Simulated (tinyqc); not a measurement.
MOS capacitor on a p-type substrate, surface potential from the exact charge relation: one step of the calculation.

Uniform p-type substrate, Boltzmann statistics, full ionisation, classical densities. psi is the surface potential against the body (positive when the bands bend down) and u = psi/Vt. Traps are spread evenly over the gap and neutral at flat band, so their charge is -q Dit psi; the minority quasi-Fermi level is shifted by Vb.

Task. Newton step for the surface potential. u = psi/Vt; F^2 = exp(-u) + u - 1 + r (exp(u) - u - 1); Qs = -sign(u) Q0 F; Cs = -dQs/dpsi = (Q0/Vt) |1 - exp(-u) + r (exp(u) - 1)|/(2 F). f = Vfb + psi + (q Dit psi - Qs)/Cox - Vg, f' = 1 + (Cs + q Dit)/Cox, psi(new) = psi - f/f'.

Parameters, values chosen for the exercise; band and dielectric values close to those of silicon:
- T = 325 K (temperature)
- Dit = 0 cm^-2 eV^-1 (density of interface traps)
- Vg = 0.82 V (gate voltage against the body)

Constants: q = 1.602176634e-19 C, kB = 1.380649e-23 J/K, Vt = kB T/q. Results are converted to the units shown.

psi after iteration 2 = 1.1487729 V
Cox = 1.2789382 uF/cm^2
Vfb = -0.44035808 V
Q0 = 51.701207 nC/cm^2
r = 3.3899193e-14

Find: u; F; Qs; Cs; f; f'; psi after iteration 3.

Result.

u = 41.02
F = 148.8
Qs = -7691 nC/cm^2
Cs = 137.1 uF/cm^2
f = 5.902 V
f' = 108.2
psi after iteration 3 = 1.094 V

tinyqc, about 0.01 s, one thread, Intel Xeon 2.30GHz (shared host): `OMP_NUM_THREADS=1 python tinyqc.py 2060069 2060070 out.jsonl`
